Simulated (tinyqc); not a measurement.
Level and width from two currents at zero temperature.

Question. In a resonant-tunnelling diode at zero temperature a sharp resonance at Er = E0 - alpha V between the emitter band edge and Ef carries J = K (pi/2) G Tp (Ef - Er), K = q^3 mw m0/(2 pi^2 hbar^3) (times 1e-4 for A/cm^2 per eV^2), with G its full width and Tp its peak transmission, G Tp taken as constant, and no back flow. Find G Tp and E0.

Parameters, values chosen for the exercise; masses and offsets of a made-up heterostructure:
- mw = 0.057 m0 (mass in the well, spacer and contacts)
- Ef = 0.083 eV (Fermi energy of both contacts above their band edges)
- alpha = 0.5 (share of the bias at the well)

Constants: q = 1.602176634e-19 C, hbar = 1.054571817e-34 J s, m0 = 9.1093837015e-31 kg. Results are converted to the units shown.

J at V = 0.054 and 0.18 V (kA/cm^2): 76.794931  560.60300

Answer. J is linear in V: the slope gives G Tp, and the onset V0, where the line meets zero, gives E0 = Ef + alpha V0.

G Tp = 5.30 meV
E0 = 0.100 eV

tinyqc, about 0.03 s, one thread, Intel Xeon 2.30GHz (shared host): `OMP_NUM_THREADS=1 python tinyqc.py 2600013 2600014 out.jsonl`
